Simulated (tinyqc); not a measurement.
# Floating body of a partially depleted SOI transistor: body voltage and kink: what changes with what

Source at 0 V. Channel current Ic = 2 nf K Vt^2 [F(0) - F(Vd)](1 + la Vd), F(V) = ln^2(1 + exp((Vg - VT - nf V)/(2 nf Vt))), VT = VT0 - gb Vb. Saturation voltage Vs = 2 Vt sqrt(F(0)) + 3 Vt, excess Ve = (Vd - Vs + sqrt((Vd - Vs)^2 + 0.0004 V^2))/2, multiplication M1 = Ai Ve exp(-Bl/Ve). Each junction passes D(v) = J1 (exp(v/Vt) - 1) + J2 (exp(v/(2 Vt)) - 1). Bipolar current Ib = bb J1 (exp(Vb/Vt) - 1). The body settles where M1 (Ic + Ib) = D(Vb) + D(Vb - Vd) + Vb/Rb; drain current Id = (1 + M1)(Ic + Ib) - D(Vb - Vd).

Parameters, values chosen for the exercise; values of the order met in partially depleted silicon-on-insulator transistors:
```
symbol    value         unit                                                                                            meaning
T           300            K                                                                                        temperature
VT0         0.4            V                                                                     threshold at zero body voltage
gb          0.1                                                                  fall of the threshold per volt of body voltage
nf         1.47                                                                                                    slope factor
K           320  uA/(V^2 um)                                                                              gain factor per width
la         0.09          1/V                                                                   channel-length modulation factor
Ai         3.09          1/V                                                                        impact-ionisation prefactor
Bl          6.1            V                                                                          impact-ionisation voltage
J1      1.3e-13        uA/um                                                      diffusion saturation current of each junction
J2       9.8e-9        uA/um                                                  recombination saturation current of each junction
bb            1                                                 gain of the lateral bipolar transistor on the diffusion current
Rb          1e9      kohm um  resistance of a weak body tie to the source (1e9 stands for no tie, and the term is then dropped)
Vg         0.51            V                                                                                       gate voltage
Vd          1.5            V                                                                                      drain voltage
```

Constants: q = 1.602176634e-19 C, kB = 1.380649e-23 J/K, Vt = kB T/q. Results are converted to the units shown.

Each table varies one quantity; the others keep the values above.

## Output curve and kink

Rows with more than one solution for Vb (latch) are left out; dId/dVd by a forward difference over 1e-4 V, swing = 1e-4 V over the change of log10 Id; M1 under 1e-12 is printed as 0.

Output curve and kink:

| Vd (V) | Vb (V) | M1 | Id, floating (uA/um) | Id, grounded (uA/um) | ratio | dId/dVd, floating (uS/um) | dId/dVd, grounded (uS/um) |
|---|---|---|---|---|---|---|---|
| 0.6 | 0.2677 | 6.811e-7 | 2.526 | 1.823 | 1.386 | 5.428 | 0.1557 |
| 0.8 | 0.5161 | 8.081e-5 | 3.379 | 1.854 | 1.823 | 3.027 | 0.1599 |
| 1 | 0.6179 | 0.001214 | 3.823 | 1.889 | 2.024 | 1.714 | 0.1889 |
| 1.2 | 0.6704 | 0.006799 | 4.139 | 1.933 | 2.141 | 1.561 | 0.2706 |
| 1.4 | 0.7049 | 0.02243 | 4.486 | 2.001 | 2.242 | 1.993 | 0.4174 |
| 1.6 | 0.7304 | 0.05408 | 4.972 | 2.104 | 2.363 | 2.969 | 0.6250 |
| 1.8 | 0.7507 | 0.1067 | 5.719 | 2.254 | 2.537 | 4.638 | 0.8811 |
| 2 | 0.7682 | 0.1837 | 6.901 | 2.459 | 2.806 | 7.431 | 1.172 |
| 2.2 | 0.7841 | 0.2869 | 8.836 | 2.724 | 3.243 | 12.46 | 1.485 |

Read the table: what changes, and by how much?

Vb rises from 0.268 to 0.784 V and the ratio of the currents rises from 1.39 to 3.24. The output conductance with a floating body exceeds the grounded value by the largest factor among the rows, 34.9, at Vd = 0.6 V, where Vb = 0.268 V and M1 = 6.81e-7.

## Transfer curve and swing

Same model as above.

Transfer curve and swing:

| Vg (V) | Vb (V) | M1 | Id, floating (uA/um) | Id, grounded (uA/um) | ratio | swing, floating (mV/decade) | swing, grounded (mV/decade) |
|---|---|---|---|---|---|---|---|
| -0.05 | 0.2086 | 0.06031 | 9.411e-6 | 5.444e-6 | 1.729 | 76.26 | 87.78 |
| 0.05 | 0.3624 | 0.06017 | 1.935e-4 | 7.495e-5 | 2.581 | 76.45 | 87.96 |
| 0.15 | 0.5049 | 0.05954 | 0.003741 | 0.001013 | 3.691 | 79.99 | 89.13 |
| 0.25 | 0.6048 | 0.05729 | 0.05636 | 0.01279 | 4.405 | 91.98 | 93.39 |
| 0.35 | 0.6674 | 0.05144 | 0.5138 | 0.1312 | 3.915 | 122.2 | 107.3 |
| 0.45 | 0.7047 | 0.04204 | 2.427 | 0.8652 | 2.805 | 184.4 | 143.6 |
| 0.55 | 0.7250 | 0.03197 | 6.742 | 3.282 | 2.054 | 276.7 | 211.6 |
| 0.65 | 0.7354 | 0.02319 | 13.62 | 8.126 | 1.676 | 386.1 | 305.5 |
| 0.75 | 0.7398 | 0.01615 | 22.95 | 15.52 | 1.479 | 502.1 | 413.2 |

What does the table show?

Vb rises from 0.209 to 0.740 V. The smallest swing among the rows is 76.3 mV a decade with a floating body (at Vg = -0.05 V) and 87.8 with a grounded one; Vt ln 10 = 59.5. The floating swing is smaller by more than 3 % for Vg = -0.05, 0.05, 0.15 V, where the rising Vb lowers the threshold as Vg rises. In the first row the floating body raises the current by a factor of 1.73.

Range of the model: The multiplication law is an empirical form chosen for the exercise; self-heating and capacitive coupling to the body are left out, and the linear laws are rough once Vb passes about 0.7 V or M1 about 0.1.

Program tinyqc, `OMP_NUM_THREADS=1 python tinyqc.py 2182090 2182091 out.jsonl`; Intel Xeon 2.30GHz, shared host, one thread, about 0.2 s.
